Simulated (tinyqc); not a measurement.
# Exponent and activation energy from three stresses

Question. Oxide breakdown follows t63 = a V^(-n) exp(Ea q/(kB T)). Find n, Ea and the E-model slope gamma = n/E (cm/MV) at the higher voltage, E = V/tox.

Inputs (values chosen for the exercise):
- tox = 5.5 nm (oxide thickness)

Constants: q = 1.602176634e-19 C, kB = 1.380649e-23 J/K. Results are converted to the units shown.

t63 at (4.4 V, 423 K), (6.09 V, 423 K) and (6.09 V, 448 K) (s): 2.7211807e7  63.429196  28.612759

Answer. The two voltages give n and the two temperatures Ea.

n = 39.90
Ea = 0.5200 eV
gamma = 3.603 cm/MV

tinyqc, about 0.01 s, one thread, Intel Xeon 2.30GHz (shared host): `OMP_NUM_THREADS=1 python tinyqc.py 2070038 2070039 out.jsonl`
